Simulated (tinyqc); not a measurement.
Hubbard chain of 2 sites, step by step. Computed by tinyqc, a small Python program that keeps every step. Settings: hopping = 1.37, U = 7.1, mixing = 1, iteration cap = 71. Command: `OMP_NUM_THREADS=1 python tinyqc.py 29260 29261 out.jsonl` (the two numbers bound the seeds that draw the settings). One thread of a shared host (Intel(R) Xeon(R) Processor @ 2.60GHz), about 0.2 s of CPU time with the checks. Later iterations appear only in the table of the cycle.

## Mean-field iteration 1

one-body matrix (hopping and site energies) (eV):
```
         1        2
1   0.0000  -1.3700
2  -1.3700   0.0000
```

U = 7.1000 eV

electrons, up and down: 1  1

mixing = 1

n(up) at the start (a guess, not normalised): 1 0.5000, 2 0.5000

n(down) at the start (a guess): 1 0.5000, 2 0.5000

H(up) = T + U n(down), H(down) = T + U n(up); fill the lowest levels; n(new) = n + mixing (n(out) - n); E = tr T (rho up + rho down) + U sum n_up n_down of the output.

levels, up (eV): 2.1800  4.9200

levels, down (eV): 2.1800  4.9200

energy = 0.8100 eV

n(up) after iteration 1: 1 0.5000, 2 0.5000

n(down) after iteration 1: 1 0.5000, 2 0.5000

## Convergence

Each step fills the lowest levels of T + U n(other spin) and sets n(new) = n + mixing (n(out) - n); stop when output and input agree to 1e-8.

Course of the cycle:

| iteration | E (eV) | largest \|n(out) - n(in)\| | mean \|n_up - n_down\| |
|---|---|---|---|
| 1 | 0.810000 | 1.11e-16 | 0.0000 |

local moments n_up - n_down: 1 0.0000, 2 0.0000

Converged in 1 iterations. But random starts reach -0.52870 eV, so this is another stationary point, not the lowest one. Reruns (cap 100 unless said): mixing 0.2: converged in 1 to a higher stationary point (E = 0.81000); mixing 0.5: converged in 1 to a higher stationary point (E = 0.81000); mixing 0.9: converged in 1 to a higher stationary point (E = 0.81000). Before convergence this energy mixes input and output and is not variational, so it may rise towards its limit.

## The many-body Hamiltonian

Basis: all placements (u, d, 2, 0 on each site), up operators ordered before down ones; hops carry the sign of the same-spin electrons passed.

H (eV):
```
         20       ud       du       02
20   7.1000  -1.3700  -1.3700   0.0000
ud  -1.3700   0.0000   0.0000  -1.3700
du  -1.3700   0.0000   0.0000  -1.3700
02   0.0000  -1.3700  -1.3700   7.1000
```

## Exact diagonalisation (4 states)

Lowest levels of the sector, and the double occupancy of the lowest state.

lowest levels (eV): -0.9344  0.0000  7.1000  8.0344

double occupancy per site = 0.0521

The mean-field solution above lies 1.7444 eV above the exact energy.
